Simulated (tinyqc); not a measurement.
Worked calculation: CCD on RHF in the 6-31g basis, for H2, spin multiplicity 1. One step of it, computed by the program tinyqc.

Problem. Iteration 1: diagonalisation and new density. Diagonalise F' = X^T F X, C = X C', fill 1 alpha and 1 beta electrons from the bottom; D = 2 C_occ C_occ^T. Each column has its largest component positive (the first on a tie).

Fock matrix F (hartree), lower triangle:
```
,1H 1s,1H 2s,2H 1s,2H 2s
1H 1s,0.105589
1H 2s,-0.389605,-0.258907
2H 1s,-0.341356,-0.356477,0.105589
2H 2s,-0.356477,-0.298275,-0.389605,-0.258907
```

X, lower triangle:
```
,1H 1s,1H 2s,2H 1s,2H 2s
1H 1s,1.255594
1H 2s,-0.498216,1.690991
2H 1s,-0.053571,0.034227,1.255594
2H 2s,0.034227,-0.702543,-0.498216,1.690991
```

Give: F' = X^T F X; orbital energies; coefficients C; D after iteration 1.

Solution.

F' = X^T F X (hartree), lower triangle:
```
,1,2,3,4
1,0.5975
2,-0.5675,0.2629
3,-0.2259,-0.0926,0.5975
4,-0.0926,-0.1737,-0.5675,0.2629
```

orbital energies (hartree): MO1 -0.4446, MO2 0.1173, MO3 0.9054, MO4 1.1428

coefficients C:
```
,MO1,MO2,MO3,MO4
1H 1s,0.2794,0.2042,0.8672,-0.9783
1H 2s,0.3372,1.1943,-0.6946,1.2570
2H 1s,0.2794,-0.2042,0.8672,0.9783
2H 2s,0.3372,-1.1943,-0.6946,-1.2570
```

D after iteration 1, lower triangle:
```
,1H 1s,1H 2s,2H 1s,2H 2s
1H 1s,0.1561
1H 2s,0.1884,0.2274
2H 1s,0.1561,0.1884,0.1561
2H 2s,0.1884,0.2274,0.1884,0.2274
```
